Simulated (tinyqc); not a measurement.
# Nanowire ballistic transistor, top-of-the-barrier model: effects of single changes

At the top of the source barrier, states moving towards the drain are filled by the source (Fermi level 0) and states moving back by the drain (Fermi level -q Vd); nothing scatters. U is the shift of the band edge there, set by the capacitances CG, CD and CS (the total) and by the charge. Parabolic one-dimensional subband; the source is grounded.

Parameters, values chosen for the exercise; mass and valleys close to those of gallium nitride: temperature T = 250 K; effective mass m = 0.191 m0; valley degeneracy gv = 1; relative permittivity of the gate insulator eox = 3.9; insulator thickness tox = 3.5 nm; wire diameter d = 4 nm; gate control CG/CS aG = 0.88; drain control CD/CS aD = 0.013; band edge at the barrier top above the source Fermi level at zero bias E0 = 0.33 eV.

Constants: q = 1.602176634e-19 C, kB = 1.380649e-23 J/K, hbar = 1.054571817e-34 J s, h = 6.62607015e-34 J s, m0 = 9.1093837015e-31 kg, Vt = kB T/q, eps0 = 8.8541878128e-14 F/cm where lengths are in cm. Results are converted to the units shown.

Each table varies one quantity; the others keep the values above.

## Output curve

N0 = gv sqrt(2 m kB T/pi)/hbar, CG = 2 pi eps0 eox/ln(1 + 2 tox/d), CS = CG/aG, n0 = n at U = 0 and Vd = 0. eta1 = -(E0 + U)/Vt, eta2 = eta1 - Vd/Vt, n = (N0/2)[F_(-1/2)(eta1) + F_(-1/2)(eta2)], F_(-1/2)(x) = (1/sqrt(pi)) int_0^infinity u^(-1/2)/(1 + exp(u - x)) du. U = UL + q (n - n0)/CS with UL = -(aG Vg + aD Vd), energies in eV. I = gv (2 q^2/h) Vt [ln(1 + exp eta1) - ln(1 + exp eta2)]. CQ = (q/Vt) dn/d(eta1).

In this table Vg = 0.4 V.

Output curve:
```
Vd (V)	eta1	n (cm^-1)	I (uA)	mean velocity I/(q n) (cm/s)	CQ/CS
0.01	-0.72170	5.7316e5	0.21611	2.3533e6	1.3822
0.025	-0.56963	5.2629e5	0.47598	5.6449e6	1.2517
0.05	-0.41762	4.8142e5	0.73999	9.5938e6	1.0845
0.1	-0.32184	4.5992e5	0.89829	1.2191e7	0.97556
0.15	-0.29744	4.6181e5	0.92598	1.2515e7	0.96768
0.2	-0.28121	4.6638e5	0.93863	1.2562e7	0.97230
0.3	-0.25060	4.7612e5	0.96092	1.2597e7	0.98408
0.4	-0.22028	4.8596e5	0.98326	1.2629e7	0.99578
0.6	-0.16015	5.0581e5	1.0287	1.2694e7	1.0185
0.8	-0.10068	5.2587e5	1.0751	1.2760e7	1.0402
```

The current rises from 0.216 to 1.08 uA; n goes from 5.73e5 through a minimum of 4.60e5 (at Vd = 0.1 V among the rows listed) to 5.26e5 cm^-1 and eta1 rises from -0.722 to -0.101. The resistance in the first row is 46.3 kohm, against h/(2 q^2 gv) = 12.9 kohm for one open subband, though nothing scatters in the channel. The current passes 90 % of its last value at Vd = 0.4 V among the rows, where eta2 = -19; returning states are gone from Vd = 0.15 V on (eta2 < -7), and from there the drain control aD lifts eta1 from -0.297 to -0.101.

## Effect of the valley degeneracy

Same model as above.

CQ = (q/Vt) dn/d(eta1). E0 is held fixed.

In this table Vg = 0.4 V, Vd = 0.4 V.

Effect of the valley degeneracy:
```
gv	eta1	n (cm^-1)	I (uA)	mean velocity I/(q n) (cm/s)	CQ/CS
1	-0.22028	4.8596e5	0.98326	1.2629e7	0.99578
2	-0.75483	6.6115e5	1.2864	1.2144e7	1.5482
3	-1.0786	7.6725e5	1.4659	1.1925e7	1.9119
4	-1.3107	8.4331e5	1.5940	1.1797e7	2.1800
6	-1.6399	9.5119e5	1.7758	1.1653e7	2.5646
```

As gv goes from 1 to 6, n rises from 4.86e5 to 9.51e5 cm^-1, the mean velocity falls from 1.26e7 to 1.17e7 cm/s and the current rises from 0.983 to 1.78 uA. CQ/CS goes from 1.0 to 2.6.

Numbers from tinyqc (`OMP_NUM_THREADS=1 python tinyqc.py 2400149 2400150 out.jsonl`; about 0.06 s on one thread of a shared Intel Xeon 2.30GHz).
